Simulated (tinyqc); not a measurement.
Electron mobility in a silicon inversion layer, empirical terms and Matthiessen rule: two steps of the calculation.

Inversion layer of sheet density Ns on a uniformly doped body. The mobility terms are empirical power laws with prefactors chosen for the exercise; adding their inverses (Matthiessen) is itself an approximation.

Inputs (values chosen for the exercise); material values close to those of silicon:
- T = 293 K (temperature)
- eps_r = 11.8 (relative permittivity of the semiconductor)
- Nb = 1.5e17 cm^-3 (body doping)
- eta = 0.5 (weight of the inversion charge in the effective field)
- Ap = 453 cm^2/(V s) (phonon-limited mobility at 1 MV/cm and 300 K)
- As = 1170 cm^2/(V s) (roughness-limited mobility at 1 MV/cm)
- gs = 2 (exponent of the roughness term)
- Ac = 2700 cm^2/(V s) (Coulomb prefactor)
- Nit = 4.7e10 cm^-2 (charge at the interface)
- Ns = 3.6e12 cm^-2 (inversion density)
- WL = 10 (ratio W/L)
- Vd = 0.01 V (drain voltage)
- I = 28 uA (measured linear current)

Constants: q = 1.602176634e-19 C, eps0 = 8.8541878128e-14 F/cm where lengths are in cm. Results are converted to the units shown.

Problem 1. Mobility terms and their sum. With t = T/(300 K): muC = Ac (Ns/1e12 cm^-2) t/(Nb/1e17 cm^-3 + Nit/1e11 cm^-2), muP = Ap E^(-1/3) t^(-1.75), muS = As E^(-gs); 1/mu is the sum of the inverses.

E = 0.47710871 MV/cm

Give: terms; mu; shares of 1/mu.

Solution 1.

terms (cm^2/(V s)): Coulomb 4819, phonon 604.2, roughness 5140
mu = 486.1 cm^2/(V s)
shares of 1/mu (%): Coulomb 10.09, phonon 80.46, roughness 9.457

The phonon term limits most.

Problem 2. Inversion density for the measured current. I = (W/L) q Ns mu Vd. E = q (Ndep + eta Ns)/(eps0 eps_r) in MV/cm. Ns(new) = I/((W/L) q mu Vd).

Ns at the start = 2.5e12 cm^-2
Ndep = 1.3112699e12 cm^-2

Wanted: E; mu; Ns after iteration 1.

Solution 2.

E = 0.39277 MV/cm
mu = 504.57 cm^2/(V s)
Ns after iteration 1 = 3.4636e12 cm^-2

Numbers from tinyqc (`OMP_NUM_THREADS=1 python tinyqc.py 2510155 2510156 out.jsonl`; about 0.01 s on one thread of a shared Intel Xeon 2.30GHz).
